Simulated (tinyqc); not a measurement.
Composition and strain of an epitaxial Si(1-x)Ge(x) layer from Raman and X-ray peaks. From separation, layer less substrate back to Ge fraction x. Computed by tinyqc, a small Python program. Command: `OMP_NUM_THREADS=1 python tinyqc.py 3016573 3016574 out.jsonl epiraman inv`. One thread of a shared host (Intel(R) Xeon(R) Processor @ 2.30GHz), about 0.02 s of CPU time with the checks.

A (001) layer, biaxially strained in the plane. The Raman peaks follow empirical lines omega = w0 + c1 x + c3 x^3 + b eps (c3 for Si-Ge alone), with eps the in-plane strain.

Inputs (values chosen for the exercise, modelled on silicon-germanium):
```
quantity                   value      unit
degree of relaxation R         0         -
lattice constant of Si     5.431  angstrom
lattice constant of Ge     5.658  angstrom
bowing B                   0.027  angstrom
2 C12/C11 of Si            0.767         -
2 C12/C11 of Ge            0.753         -
X-ray wavelength        1.540598  angstrom
```

Substrate: germanium.

Method:
- Relaxed lattice constant a(x) = a_Si + (a_Ge - a_Si) x - B x (1 - x).
- In-plane constant a_par = a_sub + R (a(x) - a_sub); eps = a_par/a(x) - 1; eps_perp = -(2 C12/C11) eps with 2 C12/C11 linear in x; a_perp = a(x) (1 + eps_perp).
- Bragg angle theta = arcsin(2 lambda/a) for (004), for the substrate with a_sub and the layer with a_perp; separation in arc seconds.

Question. A run gave the result below. Find the Ge fraction x, known to lie between 0.45 and 0.74.

separation, layer less substrate = 3606.98 arcsec

Answer.

Each step takes the trial c = (a f_b - b f_a)/(f_b - f_a), f being the result less the target and a, b, c the logarithms of the listed values; c replaces end b, the old b replaces a if the sign of f changed, and otherwise f_a is halved.

Scan of the range:
```
Ge fraction x  separation, layer less substrate (arcsec)
0.450                                            5768.89
0.489                                            5362.83
0.531                                            4924.83
0.577                                            4444.34
0.627                                            3921.23
0.681                                            3355.39
0.740                                            2736.25
```

False position (Illinois rule, in the logarithm of the input) inside the bracket:
```
step     end a     end b     trial  separation, layer less substrate (arcsec)
1     0.627000  0.681000  0.656438                                    3612.87
2     0.681000  0.656438  0.656990                                    3607.09
3     0.681000  0.656990  0.657010                                    3606.88
4     0.656990  0.657010  0.657000                                    3606.98
```

separation, layer less substrate falls at every point of a 13-point scan of the range (every second point is shown), so one value fits; it is bracketed by 0.627 and 0.681. Answer: Ge fraction x = 0.6570.
